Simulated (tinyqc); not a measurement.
Heated strip on a layer stack, thermal resistances with spreading: one step of the calculation.

A long strip of width ws dissipates Pw per length on three layers over a heat sink. Heat is taken to spread at 45 degrees, so the width of the flow grows by twice the depth: w1 = ws + 2 t1, w2 = w1 + 2 t2, w3 = w2 + 2 t3 at the bottoms of the layers. This is a rule of thumb, not a solution of the heat equation.

Question. Temperatures. From the sink upward: Ta = T0 + Pw R3; across layer 2 the Kirchhoff transform gives Tb^(1-p) = Ta^(1-p) + (1 - p)(300 K)^(-p) Pw R2; Tc = Tb + Pw Rboundary; Tj = Tc + Pw R1. With constant k2, Tj would be T0 + Pw times the sum of the resistances.

Values chosen for this exercise; conductivities close to those of gallium arsenide (layer 1), gallium arsenide (layer 2) and solder (layer 3): heat-sink temperature T0 = 323 K; power per length of the strip Pw = 1.8 W/mm; conductivity of layer 2 at 300 K k2 = 48 W/(m K); exponent in k2(T) = k2 (300 K/T)^p p = 1.1.

resistance times length (K mm/W): layer 1 9.8056672, boundary 5.0632911, layer 2 53.484189, layer 3 1.2322108

Find: temperatures; Tj with constant k2.

Answer.

temperatures (K): Ta 325.22, Tb 451.85, Tc 460.96, Tj 478.61
Tj with constant k2 = 448.25 K

The rise Tj - T0 is 156 K, 24 % above the value for constant k2.

Computed by the program tinyqc: `OMP_NUM_THREADS=1 python tinyqc.py 2520138 2520139 out.jsonl`, one thread of a shared Intel Xeon 2.30GHz, about 0.01 s for the whole run.
